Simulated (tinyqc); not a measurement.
Effective mass of the light-hole band from tabulated energies: one step. Finite differences. The numbers come from values chosen for the exercise (band of an eight-band Kane model near GaAs).

c = hbar^2/2m0.
Constants: hbar^2/2m0 = 3.80998211 eV angstrom^2.

Energies along [100], from the band edge downward:
```
k (1/angstrom)     E (meV)
0.0000000         0.000000
0.0069000         2.007900
0.0138000         7.964800
0.0207000        17.675600
0.0276000        30.829800
0.0345000        47.022100
0.0414000        65.777600
0.0483000        86.580800
0.0552000       108.907300
```

reference mass (curvature of the model at k = 0.0001 1/angstrom) = 0.0900901 m0

Question. The band is even in k. m = c k^2/E(k) from the points 1, 2, 4 (k = 0 is point 0); Richardson from points 1 and 2: c/m = [16 E(k1) - E(k2)]/(12 k1^2).

Give: m from points 1, 2, 4; m by Richardson.

Answer.

m from points 1, 2, 4 (m0): 0.09034  0.09110  0.09414

m by Richardson = 0.09009 m0

Errors against the reference: +0.28, +1.12 and +4.49 % and 0.00 %. The extrapolation removes the k^4 term.

Computed by tinyqc, a small Python program: `OMP_NUM_THREADS=1 python tinyqc.py 1881170 1881171 out.jsonl` (the numbers bound the seed that draws the inputs); one thread of a shared host (Intel(R) Xeon(R) Processor @ 2.30GHz), about 0.01 s for the whole set of steps.
